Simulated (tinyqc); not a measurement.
Two-dimensional dopant profile at a mask edge: lateral junction, overlap and effective channel length: one step, computed by the program tinyqc. Command: `OMP_NUM_THREADS=1 python tinyqc.py 3031489 3031490 out.jsonl lateral walk`. One thread of a shared host (Intel(R) Xeon(R) Processor @ 2.30GHz), about 0.01 s of CPU time with the checks.

Ions enter for y < 0; the mask (spacer, then gate) covers y > 0. x is the depth. The surface reflects dopant during the anneal.

Task: Widths and vertical profile. Widths s_x^2 = (vertical straggle)^2 + 2 D t, s_y^2 = (lateral straggle)^2 + 2 D t. C(x, y) = V(x) (1/2) erfc(y/(sqrt2 s_y)), V(x) = Q/(sqrt(2 pi) s_x) [exp(-(x - R_p)^2/(2 s_x^2)) + exp(-(x + R_p)^2/(2 s_x^2))]; 1 nm = 1e-7 cm. The vertical junction far from the mask solves V(x) = C_B.

Inputs (values chosen for the exercise, modelled on a source-drain extension in silicon): dose Q = 4.3e+14 1/cm^2; projected range R_p = 4.2 nm; vertical straggle = 1.3 nm; lateral straggle = 1.5 nm; anneal budget D t = 7.1e-15 cm^2; channel doping C_B = 1.4e+17 1/cm^3.

Give: s_x; s_y; V at the surface; V at R_p; vertical junction x_j.

Result:

s_x = 1.764 nm

s_y = 1.916 nm

V at the surface = 1.141e+20 1/cm^3

V at R_p = 9.728e+20 1/cm^3

vertical junction x_j = 11.62 nm

Caution: the peak exceeds usual solubilities, so part of the dose is inactive and diffusion is concentration dependent.
